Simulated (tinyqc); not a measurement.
Epitaxial growth on a vicinal surface: Burton-Cabrera-Frank step flow, step-edge barrier and island nucleation: one step, computed by the program tinyqc.

Adatoms land at rate F, hop on a square grid (a simplification for hexagonal faces), desorb, or join steps. Lengths are in units of a and n is the adatom coverage. Steps ascend at x = 0 and descend at x = l.

Task: Scales. D = nu exp(-E_d/(k_B T)) (a^2/s, nu counted per direction); tau = exp(E_a/(k_B T))/nu; x_s = sqrt(D tau); n_eq = exp(-E_f/(k_B T)); terrace width l = h/(a tan(miscut)); Schwoebel length l_s = exp(E_s/(k_B T)) - 1. Temperatures in kelvin are T(C) + 273.15.

Inputs (values chosen for the exercise, close to those used for GaAs(001)): site spacing a = 4 angstrom; step height h = 2.83 angstrom; diffusion barrier E_d = 1.34 eV; desorption energy E_a = 2.61 eV; adatom formation energy E_f = 0.956 eV; step-edge barrier E_s = 0.22 eV; attempt frequency nu = 1 THz; miscut angle = 8 degrees; temperature T = 590 C.

Constants: k_B = 8.617333262e-05 eV/K.

Give: D; lifetime tau; diffusion length x_s; equilibrium coverage n_eq; terrace width l; Schwoebel length l_s.

Result:

D = 14996 a^2/s

lifetime tau = 1735.1 s

diffusion length x_s = 5101.0 a

equilibrium coverage n_eq = 2.6187e-06

terrace width l = 5.0341 a

Schwoebel length l_s = 18.255 a

l/x_s = 9.87e-4: nearly every adatom reaches a step.
